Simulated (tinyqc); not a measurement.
## Inductance and parasitic capacitance from two readings

Problem. A loss-free coil L in parallel with C shows the apparent inductance L/(1 - w^2 L C), w = 2 pi f. Find L, C and the self-resonance 1/(2 pi sqrt(L C)).

apparent inductance at 2.5 and 4.6 GHz (nH): 5.1792078  10.111223

Solution. The inverse of the reading is 1/L - w^2 C, a straight line in w^2.

L = 4.300 nH
C = 160.0 fF
self-resonance = 6.068 GHz

Computed by the program tinyqc: `OMP_NUM_THREADS=1 python tinyqc.py 2302166 2302167 out.jsonl`, one thread of a shared Intel Xeon 2.30GHz, about 0.01 s for the whole run.
